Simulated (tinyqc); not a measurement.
Telling the models apart: thermal, flicker and telegraph noise of a field-effect transistor. Computed by tinyqc, a small Python program. Command: `OMP_NUM_THREADS=1 python tinyqc.py 3029126 3029127 out.jsonl noise walk`. One thread of a shared host (Intel(R) Xeon(R) Processor @ 2.30GHz), about 0.01 s of CPU time with the checks.

Strong inversion, threshold roll-off and channel-length modulation left out; noise sources are uncorrelated and are given as one-sided spectral densities.

Inputs (values chosen for the exercise, modelled on a high-k silicon transistor):
```
quantity,value,unit
width W,170,micrometre
length L,780,nm
electrical oxide thickness t,1.4,nm
mobility mu,450,cm^2/(V s)
saturation velocity v_s,0.78,1e7 cm/s
oxide trap density N_t,5.4e+15,1/(eV cm^3)
oxide barrier phi,2.7,eV
oxide mass m_ox,0.23,m_0
frequency f,300,Hz
temperature T,300,K
```

Operating region: saturation. Flicker model: number fluctuation.

Constants: eps_0 = 8.8541878128e-12 F/m; hbar = 1.054571817e-34 J s; m_0 = 9.1093837015e-31 kg; e = 1.602176634e-19 C; k_B = 8.617333262e-05 eV/K.

Method. C_ox = 3.9 eps_0/t; V_c = 2 v_s L/mu; I = W C_ox v_s V_ov^2/(V_ov + V_c); g_m = W C_ox v_s V_ov (V_ov + 2 V_c)/(V_ov + V_c)^2; g_d0 = mu C_ox (W/L) V_ov. Tunnelling length lambda = hbar/(2 sqrt(2 m_ox phi)); flat-band noise S_Vfb = e^2 k_B T lambda N_t/(W L C_ox^2 f). S_I = g_m^2 S_Vfb.

Against the overdrive:
```
V_ov (V),I (microampere),(g_m/I)^2 (1/V^2),S_I/I^2 (1/Hz),S_I/g_m^2 (V^2/Hz)
0.20,4505,93.232,1.7097e-15,1.8338e-17
0.25,6920,58.698,1.0764e-15,1.8338e-17
0.32,11075,35.038,6.4254e-16,1.8338e-17
0.40,16859,21.882,4.0128e-16,1.8338e-17
0.50,25520,13.601,2.4941e-16,1.8338e-17
0.63,38935,8.264,1.5154e-16,1.8338e-17
0.80,59737,4.905,8.9940e-17,1.8338e-17
1.00,88299,2.993,5.4886e-17,1.8338e-17
```

S_I/I^2 falls as V_ov^-2.07 at first and V_ov^-2.21 at the end; (g_m/I)^2 as V_ov^-2.07 and V_ov^-2.21. The two run parallel and the input-referred noise is flat: the mark of pure number fluctuation.
